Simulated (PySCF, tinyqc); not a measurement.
Inside a calculation. Method: RHF in the sto-3g basis, for H6, spin multiplicity 1. The lowest restricted solution is unstable here: a spin-polarised one lies 0.0294 hartree lower (PySCF). Computed by tinyqc, a small Python program that keeps every step (integrals from PySCF). Settings: charge = 0, multiplicity = 1, basis = sto-3g, energy threshold = 1e-10, iteration cap = 50, orthogonalisation = symmetric, start = core, DIIS depth = 3, DIIS from iteration = 2, method = RHF. Command: `OMP_NUM_THREADS=1 python tinyqc.py 28852 28853 out.jsonl` (the two numbers bound the seeds that draw the settings). One thread of a shared host (Intel(R) Xeon(R) Processor @ 2.60GHz), about 0.04 s of CPU time with the checks. Later iterations appear only in the table of the cycle.

## One-electron integrals

Geometry (angstrom):
```
atom,x,y,z
H,0.000000,0.000000,0.000000
H,0.000000,0.000000,1.272000
H,0.000000,0.000000,3.015000
H,0.000000,0.000000,4.287000
H,0.000000,0.000000,6.030000
H,0.000000,0.000000,7.302000
```

Basis sto-3g: exponents (1/bohr^2) and contraction coefficients of normalised primitives:
```
element,l (shell),exponent,coefficient
H,s (1),3.425251,0.154329
H,s (1),0.623914,0.535328
H,s (1),0.168855,0.444635
```

Overlap, kinetic and nuclear-attraction integrals over the contracted functions; the nuclear repulsion is the sum of Za Zb / Rab.

nuclear repulsion = 3.16340026 hartree

overlap S, lower triangle:
```
,1H 1s,2H 1s,3H 1s,4H 1s,5H 1s,6H 1s
1H 1s,1.000000
2H 1s,0.352030,1.000000
3H 1s,0.017692,0.179173,1.000000
4H 1s,0.000834,0.017692,0.352030,1.000000
5H 1s,0.000003,0.000222,0.017692,0.179173,1.000000
6H 1s,0.000000,0.000003,0.000834,0.017692,0.352030,1.000000
```

kinetic energy T (hartree), lower triangle:
```
,1H 1s,2H 1s,3H 1s,4H 1s,5H 1s,6H 1s
1H 1s,0.760032
2H 1s,0.038524,0.760032
3H 1s,-0.006508,-0.004324,0.760032
4H 1s,-0.000642,-0.006508,0.038524,0.760032
5H 1s,-0.000006,-0.000212,-0.006508,-0.004324,0.760032
6H 1s,0.000000,-0.000006,-0.000642,-0.006508,0.038524,0.760032
```

nuclear attraction V (hartree), lower triangle:
```
,1H 1s,2H 1s,3H 1s,4H 1s,5H 1s,6H 1s
1H 1s,-2.097468
2H 1s,-0.692406,-2.315969
3H 1s,-0.031997,-0.348005,-2.415945
4H 1s,-0.001469,-0.033316,-0.760530,-2.415945
5H 1s,-0.000006,-0.000414,-0.033316,-0.348005,-2.315969
6H 1s,0.000000,-0.000006,-0.001469,-0.031997,-0.692406,-2.097468
```

core Hamiltonian H = T + V (hartree), lower triangle:
```
,1H 1s,2H 1s,3H 1s,4H 1s,5H 1s,6H 1s
1H 1s,-1.337436
2H 1s,-0.653881,-1.555937
3H 1s,-0.038505,-0.352329,-1.655913
4H 1s,-0.002111,-0.039825,-0.722006,-1.655913
5H 1s,-0.000012,-0.000626,-0.039825,-0.352329,-1.555937
6H 1s,0.000000,-0.000012,-0.002111,-0.038505,-0.653881,-1.337436
```

## Two-electron integrals

Functions are numbered as in S; the eight-fold symmetry (ij|kl) = (ji|kl) = (kl|ij) leaves the list below.

Two-electron integrals (ij|kl) in chemists' order, unique and non-zero (hartree):
```
i,j,k,l,(ij|kl)
1,1,1,1,0.774606
2,1,1,1,0.201804
2,1,2,1,0.074170
2,2,1,1,0.398663
2,2,2,1,0.201804
2,2,2,2,0.774606
3,1,1,1,0.006313
3,1,2,1,0.002788
3,1,2,2,0.009539
3,1,3,1,0.000144
3,2,1,1,0.045413
3,2,2,1,0.022355
3,2,2,2,0.089826
3,2,3,1,0.001464
3,2,3,2,0.017325
3,3,1,1,0.175506
3,3,2,1,0.079299
3,3,2,2,0.300998
3,3,3,1,0.006313
3,3,3,2,0.089826
3,3,3,3,0.774606
4,1,1,1,0.000210
4,1,2,1,0.000099
4,1,2,2,0.000378
4,1,3,1,0.000006
4,1,3,2,0.000073
4,1,3,3,0.000378
4,1,4,1,3.15e-07
4,2,1,1,0.003473
4,2,2,1,0.001623
4,2,2,2,0.006313
4,2,3,1,0.000115
4,2,3,2,0.001464
4,2,3,3,0.009539
4,2,4,1,0.000006
4,2,4,2,0.000144
4,3,1,1,0.051328
4,3,2,1,0.022140
4,3,2,2,0.079299
4,3,3,1,0.001623
4,3,3,2,0.022355
4,3,3,3,0.201804
4,3,4,1,0.000099
4,3,4,2,0.002788
4,3,4,3,0.074170
4,4,1,1,0.123438
4,4,2,1,0.051328
4,4,2,2,0.175506
4,4,3,1,0.003473
4,4,3,2,0.045413
4,4,3,3,0.398663
4,4,4,1,0.000210
4,4,4,2,0.006313
4,4,4,3,0.201804
4,4,4,4,0.774606
5,1,1,1,6.04e-07
5,1,2,1,2.72e-07
5,1,2,2,1.02e-06
5,1,3,1,2.00e-08
5,1,3,2,2.63e-07
5,1,3,3,1.91e-06
5,1,4,2,2.77e-08
5,1,4,3,5.69e-07
5,1,4,4,1.29e-06
5,2,1,1,0.000032
5,2,2,1,0.000014
5,2,2,2,0.000050
5,2,3,1,1.00e-06
5,2,3,2,0.000013
5,2,3,3,0.000110
5,2,4,1,5.96e-08
5,2,4,2,1.60e-06
5,2,4,3,0.000040
5,2,4,4,0.000110
5,2,5,2,2.26e-08
5,3,1,1,0.002094
5,3,2,1,0.000866
5,3,2,2,0.002946
5,3,3,1,0.000058
5,3,3,2,0.000750
5,3,3,3,0.006313
5,3,4,1,3.43e-06
5,3,4,2,0.000097
5,3,4,3,0.002788
5,3,4,4,0.009539
5,3,5,1,2.00e-08
5,3,5,2,1.60e-06
5,3,5,3,0.000144
5,4,1,1,0.018478
5,4,2,1,0.007462
5,4,2,2,0.024627
5,4,3,1,0.000473
5,4,3,2,0.005821
5,4,3,3,0.045413
5,4,4,1,0.000027
5,4,4,2,0.000750
5,4,4,3,0.022355
5,4,4,4,0.089826
5,4,5,1,1.54e-07
5,4,5,2,0.000013
5,4,5,3,0.001464
5,4,5,4,0.017325
5,5,1,1,0.087757
5,5,2,1,0.034630
5,5,2,2,0.111218
5,5,3,1,0.002094
5,5,3,2,0.024627
5,5,3,3,0.175506
5,5,4,1,0.000114
5,5,4,2,0.002946
5,5,4,3,0.079299
5,5,4,4,0.300998
5,5,5,1,6.04e-07
5,5,5,2,0.000050
5,5,5,3,0.006313
5,5,5,4,0.089826
5,5,5,5,0.774606
6,1,3,3,1.02e-08
6,1,4,4,1.02e-08
6,2,1,1,4.25e-07
6,2,2,1,1.77e-07
6,2,2,2,6.04e-07
6,2,3,1,1.19e-08
6,2,3,2,1.54e-07
6,2,3,3,1.29e-06
6,2,4,2,2.00e-08
6,2,4,3,5.69e-07
6,2,4,4,1.91e-06
6,2,5,3,2.77e-08
6,2,5,4,2.63e-07
6,2,5,5,1.02e-06
6,3,1,1,0.000086
6,3,2,1,0.000035
6,3,2,2,0.000114
6,3,3,1,2.20e-06
6,3,3,2,0.000027
6,3,3,3,0.000210
6,3,4,1,1.25e-07
6,3,4,2,3.43e-06
6,3,4,3,0.000099
6,3,4,4,0.000378
6,3,5,2,5.96e-08
6,3,5,3,0.000006
6,3,5,4,0.000073
6,3,5,5,0.000378
6,3,6,3,3.15e-07
6,4,1,1,0.001627
6,4,2,1,0.000646
6,4,2,2,0.002094
6,4,3,1,0.000040
6,4,3,2,0.000473
6,4,3,3,0.003473
6,4,4,1,2.20e-06
6,4,4,2,0.000058
6,4,4,3,0.001623
6,4,4,4,0.006313
6,4,5,1,1.19e-08
6,4,5,2,1.00e-06
6,4,5,3,0.000115
6,4,5,4,0.001464
6,4,5,5,0.009539
6,4,6,2,2.00e-08
6,4,6,3,0.000006
6,4,6,4,0.000144
6,5,1,1,0.027995
6,5,2,1,0.010923
6,5,2,2,0.034630
6,5,3,1,0.000646
6,5,3,2,0.007462
6,5,3,3,0.051328
6,5,4,1,0.000035
6,5,4,2,0.000866
6,5,4,3,0.022140
6,5,4,4,0.079299
6,5,5,1,1.77e-07
6,5,5,2,0.000014
6,5,5,3,0.001623
6,5,5,4,0.022355
6,5,5,5,0.201804
6,5,6,2,2.72e-07
6,5,6,3,0.000099
6,5,6,4,0.002788
6,5,6,5,0.074170
6,6,1,1,0.072470
6,6,2,1,0.027995
6,6,2,2,0.087757
6,6,3,1,0.001627
6,6,3,2,0.018478
6,6,3,3,0.123438
6,6,4,1,0.000086
6,6,4,2,0.002094
6,6,4,3,0.051328
6,6,4,4,0.175506
6,6,5,1,4.25e-07
6,6,5,2,0.000032
6,6,5,3,0.003473
6,6,5,4,0.045413
6,6,5,5,0.398663
6,6,6,2,6.04e-07
6,6,6,3,0.000210
6,6,6,4,0.006313
6,6,6,5,0.201804
6,6,6,6,0.774606
```

## Orthogonalisation

S = U s U^T; symmetric (Loewdin) form X = U s^(-1/2) U^T, so that X^T S X = 1.

eigenvalues of S: 0.535440  0.625203  0.738060  1.213185  1.374248  1.513865

X, lower triangle:
```
,1H 1s,2H 1s,3H 1s,4H 1s,5H 1s,6H 1s
1H 1s,1.051841
2H 1s,-0.194184,1.065976
3H 1s,0.018071,-0.102652,1.066683
4H 1s,-0.003558,0.018376,-0.197289,1.066683
5H 1s,0.000366,-0.001783,0.018376,-0.102652,1.065976
6H 1s,-0.000077,0.000366,-0.003558,0.018071,-0.194184,1.051841
```

## Starting guess

The start is the orbitals of the core Hamiltonian; D = 2 C_occ C_occ^T.

D at the start, lower triangle:
```
,1H 1s,2H 1s,3H 1s,4H 1s,5H 1s,6H 1s
1H 1s,0.184739
2H 1s,0.484835,1.298522
3H 1s,0.026780,0.214308,0.900900
4H 1s,-0.173707,-0.385843,0.598415,0.900900
5H 1s,0.087057,0.107783,-0.385843,0.214308,1.298522
6H 1s,0.051857,0.087057,-0.173707,0.026780,0.484835,0.184739
```

## Iteration 1: building the Fock matrix

J_ij = sum D_kl (ij|kl), K_ij = sum D_kl (ik|jl); F = H + J - 0.5 K; E = tr D H + tr D J / 2 - 0.25 tr D K + E_nn.

Coulomb J (hartree), lower triangle:
```
,1H 1s,2H 1s,3H 1s,4H 1s,5H 1s,6H 1s
1H 1s,1.365113
2H 1s,0.587160,2.035951
3H 1s,0.031365,0.346212,2.145244
4H 1s,0.001508,0.033851,0.735200,2.145244
5H 1s,0.000006,0.000423,0.033851,0.346212,2.035951
6H 1s,0.000000,0.000006,0.001508,0.031365,0.587160,1.365113
```

exchange K (hartree), lower triangle:
```
,1H 1s,2H 1s,3H 1s,4H 1s,5H 1s,6H 1s
1H 1s,0.436617
2H 1s,0.536749,1.266986
3H 1s,0.065323,0.270598,1.047783
4H 1s,-0.025067,0.006450,0.626611,1.047783
5H 1s,0.007430,0.003337,0.006450,0.270598,1.266986
6H 1s,0.008794,0.007430,-0.025067,0.065323,0.536749,0.436617
```

Fock matrix F (hartree), lower triangle:
```
,1H 1s,2H 1s,3H 1s,4H 1s,5H 1s,6H 1s
1H 1s,-0.190632
2H 1s,-0.335096,-0.153478
3H 1s,-0.039802,-0.141416,-0.034561
4H 1s,0.011931,-0.009198,-0.300111,-0.034561
5H 1s,-0.003721,-0.001872,-0.009198,-0.141416,-0.153478
6H 1s,-0.004397,-0.003721,0.011931,-0.039802,-0.335096,-0.190632
```

total energy of this density = -2.61473715 hartree

## Iteration 1: diagonalisation and new density

Diagonalise F' = X^T F X, C = X C', fill 3 alpha and 3 beta electrons from the bottom; D = 2 C_occ C_occ^T. Each column has its largest component positive (the first on a tie).

F' = X^T F X (hartree), lower triangle:
```
,1,2,3,4,5,6
1,-0.080407
2,-0.318590,-0.013180
3,0.014203,-0.155339,0.114696
4,0.007117,0.047886,-0.346605,0.114696
5,-0.003397,-0.006584,0.047886,-0.155339,-0.013180
6,-0.003109,-0.003397,0.007117,0.014203,-0.318590,-0.080407
```

orbital energies (hartree): MO1 -0.396211, MO2 -0.380186, MO3 -0.228001, MO4 0.193463, MO5 0.289021, MO6 0.564129

coefficients C:
```
,MO1,MO2,MO3,MO4,MO5,MO6
1H 1s,0.403806,0.436196,-0.256093,0.570194,-0.585960,0.238822
2H 1s,0.388828,0.406507,-0.084615,-0.493533,0.655927,-0.432989
3H 1s,0.181701,0.094863,0.568076,-0.351765,-0.160791,0.820752
4H 1s,0.181701,-0.094863,0.568076,0.351765,-0.160791,-0.820752
5H 1s,0.388828,-0.406507,-0.084615,0.493533,0.655927,0.432989
6H 1s,0.403806,-0.436196,-0.256093,-0.570194,-0.585960,-0.238822
```

D after iteration 1, lower triangle:
```
,1H 1s,2H 1s,3H 1s,4H 1s,5H 1s,6H 1s
1H 1s,0.837820
2H 1s,0.711995,0.647190
3H 1s,-0.061459,0.122291,0.729450
4H 1s,-0.226975,-0.031959,0.693454,0.729450
5H 1s,0.002726,-0.013803,-0.031959,0.122291,0.647190
6H 1s,0.076751,0.002726,-0.226975,-0.061459,0.711995,0.837820
```

## Iteration 2: building the Fock matrix

As before.

Coulomb J (hartree), lower triangle:
```
,1H 1s,2H 1s,3H 1s,4H 1s,5H 1s,6H 1s
1H 1s,1.655148
2H 1s,0.599363,1.800823
3H 1s,0.028897,0.304951,1.911178
4H 1s,0.001346,0.030131,0.659074,1.911178
5H 1s,0.000006,0.000380,0.030131,0.304951,1.800823
6H 1s,0.000000,0.000006,0.001346,0.028897,0.599363,1.655148
```

exchange K (hartree), lower triangle:
```
,1H 1s,2H 1s,3H 1s,4H 1s,5H 1s,6H 1s
1H 1s,0.984269
2H 1s,0.637602,0.883680
3H 1s,0.046859,0.199133,0.931725
4H 1s,-0.022454,0.050729,0.627250,0.931725
5H 1s,-0.002291,0.000432,0.050729,0.199133,0.883680
6H 1s,0.004814,-0.002291,-0.022454,0.046859,0.637602,0.984269
```

Fock matrix F (hartree), lower triangle:
```
,1H 1s,2H 1s,3H 1s,4H 1s,5H 1s,6H 1s
1H 1s,-0.174422
2H 1s,-0.373319,-0.196954
3H 1s,-0.033038,-0.146945,-0.210598
4H 1s,0.010462,-0.035058,-0.376556,-0.210598
5H 1s,0.001140,-0.000462,-0.035058,-0.146945,-0.196954
6H 1s,-0.002407,0.001140,0.010462,-0.033038,-0.373319,-0.174422
```

total energy of this density = -2.93626007 hartree

## Iteration 2: diagonalisation and new density

As before.

F' = X^T F X (hartree), lower triangle:
```
,1,2,3,4,5,6
1,-0.048274
2,-0.357732,-0.047303
3,0.023070,-0.137512,-0.061115
4,0.007876,0.021057,-0.357111,-0.061115
5,0.000942,-0.001645,0.021057,-0.137512,-0.047303
6,-0.002803,0.000942,0.007876,0.023070,-0.357732,-0.048274
```

orbital energies (hartree): MO1 -0.481036, MO2 -0.419045, MO3 -0.358804, MO4 0.190343, MO5 0.321588, MO6 0.433568

coefficients C:
```
,MO1,MO2,MO3,MO4,MO5,MO6
1H 1s,0.213976,0.411084,-0.388853,-0.478284,-0.612372,0.417946
2H 1s,0.290747,0.434912,-0.313931,0.330888,0.636790,-0.545589
3H 1s,0.447748,0.078196,0.403325,0.583078,-0.135759,0.678437
4H 1s,0.447748,-0.078196,0.403325,-0.583078,-0.135759,-0.678437
5H 1s,0.290747,-0.434912,-0.313931,-0.330888,0.636790,0.545589
6H 1s,0.213976,-0.411084,-0.388853,0.478284,-0.612372,-0.417946
```

D after iteration 2, lower triangle:
```
,1H 1s,2H 1s,3H 1s,4H 1s,5H 1s,6H 1s
1H 1s,0.731964
2H 1s,0.726142,0.744470
3H 1s,-0.057763,0.075148,0.738528
4H 1s,-0.186343,-0.060885,0.714070,0.738528
5H 1s,0.011001,-0.012125,-0.060885,0.075148,0.744470
6H 1s,0.056005,0.011001,-0.186343,-0.057763,0.726142,0.731964
```

## Iteration 7 (converged): orbitals

converged F (hartree), lower triangle:
```
,1H 1s,2H 1s,3H 1s,4H 1s,5H 1s,6H 1s
1H 1s,-0.176919
2H 1s,-0.375554,-0.191795
3H 1s,-0.032677,-0.136653,-0.192356
4H 1s,0.008036,-0.032289,-0.374429,-0.192356
5H 1s,0.000734,-0.000452,-0.032289,-0.136653,-0.191795
6H 1s,-0.001607,0.000734,0.008036,-0.032677,-0.375554,-0.176919
```

As before.

F' = X^T F X (hartree), lower triangle:
```
,1,2,3,4,5,6
1,-0.049960
2,-0.360618,-0.042532
3,0.022578,-0.129082,-0.042540
4,0.004819,0.023119,-0.362215,-0.042540
5,0.000632,-0.001802,0.023119,-0.129082,-0.042532
6,-0.001855,0.000632,0.004819,0.022578,-0.360618,-0.049960
```

orbital energies (hartree): MO1 -0.467371, MO2 -0.418112, MO3 -0.357805, MO4 0.204594, MO5 0.324274, MO6 0.444357

coefficients C:
```
,MO1,MO2,MO3,MO4,MO5,MO6
1H 1s,0.245473,0.416772,-0.369679,-0.487100,-0.612432,0.401820
2H 1s,0.305187,0.431977,-0.297686,0.357764,0.637834,-0.530758
3H 1s,0.420831,0.066109,0.433396,0.558481,-0.129032,0.700071
4H 1s,0.420831,-0.066109,0.433396,-0.558481,-0.129032,-0.700071
5H 1s,0.305187,-0.431977,-0.297686,-0.357764,0.637834,0.530758
6H 1s,0.245473,-0.416772,-0.369679,0.487100,-0.612432,-0.401820
```

D after iteration 7, lower triangle:
```
,1H 1s,2H 1s,3H 1s,4H 1s,5H 1s,6H 1s
1H 1s,0.741236
2H 1s,0.729998,0.736719
3H 1s,-0.058724,0.055948,0.738602
4H 1s,-0.168934,-0.058282,0.721121,0.738602
5H 1s,0.009854,-0.009697,-0.058282,0.055948,0.736719
6H 1s,0.046441,0.009854,-0.168934,-0.058724,0.729998,0.741236
```

## Convergence

Stop when the energy changes by less than 1e-10 hartree and every element of the error matrix X^T (F D S - S D F) X is below 3e-06.

Course of the cycle:
```
iteration,E (hartree),change,largest element of the error matrix
1,-2.61473715,-,3.67e-01
2,-2.93626007,-3.22e-01,6.60e-02
3,-2.94505284,-8.79e-03,8.84e-03
4,-2.94541620,-3.63e-04,2.91e-03
5,-2.94545124,-3.50e-05,2.89e-05
6,-2.94545124,-1.43e-09,3.80e-06
7,-2.94545124,-2.49e-11,1.02e-07
```

PySCF RHF in the same basis = -2.94545124 hartree

Converged in 7 iterations.

## Populations, bond orders and dipole

Mulliken: Z minus the diagonal of D S on the atom; Loewdin: the same with S^(1/2) D S^(1/2); Mayer order: 2 sum_s sum (D(s) S)_ij (D(s) S)_ji over the two atoms.

Charges (e):
```
atom,Mulliken,Loewdin
1H,0.002963,0.001586
2H,-0.002691,-0.001322
3H,-0.000272,-0.000263
4H,-0.000272,-0.000263
5H,-0.002691,-0.001322
6H,0.002963,0.001586
```

Mayer bond orders:
```
pair,order
2-1,0.967932
3-1,-0.000658
3-2,0.032498
4-1,0.030547
4-2,-0.000650
4-3,0.938263
5-1,-0.000027
5-2,0.000241
5-3,-0.000650
5-4,0.032498
6-1,0.002197
6-2,-0.000027
6-3,0.030547
6-4,-0.000658
6-5,0.967932
```

dipole moment about the origin, x y z (debye): 0.000000  0.000000  0.000000
